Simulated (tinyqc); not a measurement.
Worked calculation: Stillinger-Weber potential for a tetrahedral semiconductor. Computed by tinyqc, a small Python program that keeps every step. Command: `OMP_NUM_THREADS=1 python tinyqc.py 3005193 3005194 out.jsonl swsi walk`. One thread of a shared host (Intel(R) Xeon(R) Processor @ 2.30GHz), about 0.03 s of CPU time with the checks. Intermediate numbers are printed to about 6 digits and carried at full precision; extremes and crossings named in words are read from the listed rows.

With x = r/sigma: pair term eps A (B x^-4 - 1) exp(1/(x - a)); for each pair of neighbours j, k of atom i, three-body term eps lambda exp(gamma/(x_ij - a) + gamma/(x_ik - a)) (cos theta_jik + 1/3)^2; both vanish beyond x = a. A = 7.049556277, B = 0.6022245584, a = 1.8.

Inputs (values chosen for the exercise, modelled on silicon): energy scale eps = 2.175 eV; length scale sigma = 2.114 angstrom; three-body strength lambda = 22.9; gamma = 1.1; bond 1 of the trimer = 2.63 angstrom; bond 2 of the trimer = 2.6 angstrom; angle of the trimer theta = 147 degrees.

displacement of one atom (angstrom): [0.19, 0.1, -0.17]

Constants: 1 eV/angstrom^3 = 160.2176634 GPa.

## A trimer

Atom 1 binds atoms 2 and 3 at the angle theta; the third side follows from the cosine rule. Sum the three pair terms and the three-body terms centred on each atom.

distance 2-3 = 5.01463 angstrom

pair terms (eV): 1-2 -1.89953, 1-3 -1.95519, 2-3 0.00000

three-body term at atom 1 = 0.255357 eV

three-body terms at atoms 2 and 3 = 0 eV

energy of the trimer = -3.59937 eV

The cut-off is 3.805 angstrom, so atoms 2 and 3 do not interact directly.

## The diamond lattice

All angles are tetrahedral, so only the pair term acts; its minimum lies at x = 2^(1/6) with depth eps, and second neighbours lie beyond the cut-off. a0 = 4 d/sqrt3; E = -2 eps per atom.

bond length d = 2.37288 angstrom

lattice constant a0 = 5.47994 angstrom

energy per atom = -4.35 eV

## Elastic constants and internal strain

Second derivatives of the energy per atom, volume a0^3/8: e_xx gives C11, e_xx = -e_yy gives 2 (C11 - C12), e_xy = e_yx = h/2 gives the unrelaxed C44(0). Under that shear the second sublattice shifts by u_z; minimising over u_z gives C44 = C44(0) - E_hu^2/(E_uu V) and Kleinman's zeta = |E_hu/E_uu|/(a0/4). The optical force constant is k = 4 E_uu, with M omega^2 = k at the zone centre.

C11 = 170.554 GPa

C12 = 63.2711 GPa

unrelaxed C44(0) = 110.952 GPa

C44 = 72.4161 GPa

internal strain zeta = 0.512507

optical force constant k = 40.1443 eV/angstrom^2

Internal relaxation lowers C44 by 35 %. zeta = 1 would keep all bond lengths equal under shear and 0 would move atoms with the lattice; the value here is 0.51. Caution: the original fit to silicon is too soft in shear (C44) and too stiff for the optical mode.

## One atom displaced in the eight-atom cell

Cubic cell of side a0 with periodic images; atoms 1 to 4 at (0,0,0), (0,1/2,1/2), (1/2,0,1/2), (1/2,1/2,0), atoms 5 to 8 shifted by (1/4,1/4,1/4). Atom 5 is moved by u. Forces are minus the gradient of the total energy.

bond lengths from atom 5 to atoms 1 to 4 (angstrom): [2.45650, 2.53337, 2.43409, 2.10836]

rise of the pair energy = 0.615481 eV

three-body energy = 0.194277 eV

forces (eV/angstrom), rows atom 5, atom 1, atom 2, atom 3, atom 4, columns x, y, z:
$$\begin{pmatrix}
-4.13258 & -2.82751 & 3.80839 \\
0.70801 & 0.56398 & -0.18761 \\
0.96074 & -0.24407 & -0.92639 \\
0.32926 & 0.47948 & -0.58806 \\
2.30687 & 2.15344 & -2.26444
\end{pmatrix}$$

Bond bending carries 24 % of the energy rise. The four neighbours take up a total force of 6.556 against 6.291 eV/angstrom on atom 5; the difference acts on atoms 6 to 8.

## Diamond against structures with more neighbours

Each structure is relaxed in its neighbour distance d (lowest minimum for d between sigma and 1.7 sigma), with all neighbours inside the cut-off, second shells too where they fall inside.

Energies per atom (eV):
```
structure     first neighbours  d (angstrom)      pair  three-body     total  volume (angstrom^3)
diamond                      4       2.37288  -4.35000     0.00000  -4.35000              20.5702
simple cubic                 6       2.72571  -5.07587     1.78722  -3.28865              20.2507
bcc                          8       2.94084  -4.69975     1.87869  -2.82106              19.5791
fcc                         12       3.06683  -4.53833     1.95369  -2.58464              20.3964
```

The order is diamond < simple cubic < bcc < fcc, the lowest two 1.061 eV apart. Against diamond the pair energy changes by -0.73 (simple cubic), -0.35 (bcc), -0.19 (fcc) eV, while angles away from 109.47 degrees cost 1.79, 1.88, 1.95 eV; the bonds stretch to 3.07 angstrom in fcc to weaken that penalty.

Checks made by the program: lattice sum at a0 (relative difference below 1e-10); B from the pair term alone, phi''(d)/(3 a0), against (C11 + 2 C12)/3 (relative difference 5e-07).
